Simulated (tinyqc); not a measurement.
Worked calculation: Pariser-Parr-Pople SCF with singles CI, for the molecule Oc1cccc2cc[nH]c12 (SMILES; centres numbered as the heavy atoms are written). One step of it, computed by the program tinyqc.

Task: Iteration 1: orbitals and new P. Diagonalise F (the basis is taken as orthonormal) and form P = 2 sum c c over the lowest orbitals; 0.5 of the old P is kept.

F (eV):
```
            1O         2C         3C         4C         5C         6C         7C         8C
1O   -8.041289  -2.330770   0.141291   0.013863  -0.021227  -0.026162   0.030986   0.042581
2C   -2.330770  -2.766103  -3.777221  -0.048444   0.201527   0.230188  -0.262395  -0.327459
3C    0.141291  -3.777221  -5.176743  -3.564816  -0.736131  -0.143812   0.351143   0.372602
4C    0.013863  -0.048444  -3.564816  -7.219626  -3.579869  -0.396566   0.428542   0.459577
5C   -0.021227   0.201527  -0.736131  -3.579869  -6.303075  -3.897560   0.244384   0.428215
6C   -0.026162   0.230188  -0.143812  -0.396566  -3.897560  -4.509367  -3.876554  -0.385892
7C    0.030986  -0.262395   0.351143   0.428542   0.244384  -3.876554  -5.390435  -3.969691
8C    0.042581  -0.327459   0.372602   0.459577   0.428215  -0.385892  -3.969691  -5.446814
9N   -0.015165   0.116980  -0.128087  -0.124452  -0.097942   0.155641   0.079259  -2.945110
10C   0.032889  -2.690365   0.361215   0.220777   0.206851  -2.878663   0.353996   0.404565

            9N        10C
1O   -0.015165   0.032889
2C    0.116980  -2.690365
3C   -0.128087   0.361215
4C   -0.124452   0.220777
5C   -0.097942   0.206851
6C    0.155641  -2.878663
7C    0.079259   0.353996
8C   -2.945110   0.404565
9N   -6.403573  -2.391239
10C  -2.391239  -2.222933
```

pi electrons, sum of z_r less the charge = 12

P at the start:
```
            1O         2C         3C         4C         5C         6C         7C         8C
1O    1.996265   0.028779  -0.064907  -0.008831   0.014985   0.016668  -0.023957  -0.031118
2C    0.028779   1.776948   0.519084   0.025021  -0.114586  -0.118898   0.177977   0.224674
3C   -0.064907   0.519084   0.582431   0.439570   0.380231   0.081786  -0.266967  -0.306713
4C   -0.008831   0.025021   0.439570   0.445283   0.445169   0.204843  -0.302077  -0.378291
5C    0.014985  -0.114586   0.380231   0.445169   0.545170   0.564113  -0.130747  -0.293836
6C    0.016668  -0.118898   0.081786   0.204843   0.564113   1.484284   0.556135   0.190751
7C   -0.023957   0.177977  -0.266967  -0.302077  -0.130747   0.556135   0.687765   0.591115
8C   -0.031118   0.224674  -0.306713  -0.378291  -0.293836   0.190751   0.591115   0.622451
9N    0.007990  -0.058313   0.085623   0.090076   0.062868  -0.071272  -0.036297   0.238112
10C  -0.015110   0.112376  -0.186583  -0.125531  -0.106837   0.182838  -0.174993  -0.199982

            9N        10C
1O    0.007990  -0.015110
2C   -0.058313   0.112376
3C    0.085623  -0.186583
4C    0.090076  -0.125531
5C    0.062868  -0.106837
6C   -0.071272   0.182838
7C   -0.036297  -0.174993
8C    0.238112  -0.199982
9N    1.954691   0.051076
10C   0.051076   1.904712
```

Give: orbital energies; P after iteration 1.

Result:

orbital energies (eV): [-13.1166, -11.8281, -9.5206, -8.0814, -6.6186, -5.8650, -2.0952, -0.7056, 0.9371, 3.4143]

P after iteration 1:
```
          1O       2C       3C       4C       5C       6C       7C       8C
1O    1.9556   0.1672  -0.1264  -0.0057   0.0699  -0.0270  -0.0268   0.0130
2C    0.1672   1.3190   0.6245  -0.0259  -0.2126   0.0035   0.1291   0.0665
3C   -0.1264   0.6245   0.8668   0.5094   0.1065  -0.0153  -0.0988  -0.1432
4C   -0.0057  -0.0259   0.5094   0.8249   0.5444   0.0321  -0.2156  -0.1249
5C    0.0699  -0.2126   0.1065   0.5444   0.8221   0.5904  -0.0925  -0.2501
6C   -0.0270   0.0035  -0.0153   0.0321   0.5904   1.2791   0.5405   0.0491
7C   -0.0268   0.1291  -0.0988  -0.2156  -0.0925   0.5405   0.9188   0.6658
8C    0.0130   0.0665  -0.1432  -0.1249  -0.2501   0.0491   0.6658   0.8627
9N   -0.0061  -0.0384  -0.0224   0.0974   0.0700  -0.1016  -0.1745   0.3872
10C  -0.0556   0.2914  -0.0413  -0.2490  -0.0215   0.3461  -0.1653  -0.2357

          9N      10C
1O   -0.0061  -0.0556
2C   -0.0384   0.2914
3C   -0.0224  -0.0413
4C    0.0974  -0.2490
5C    0.0700  -0.0215
6C   -0.1016   0.3461
7C   -0.1745  -0.1653
8C    0.3872  -0.2357
9N    1.7596   0.2724
10C   0.2724   1.3914
```
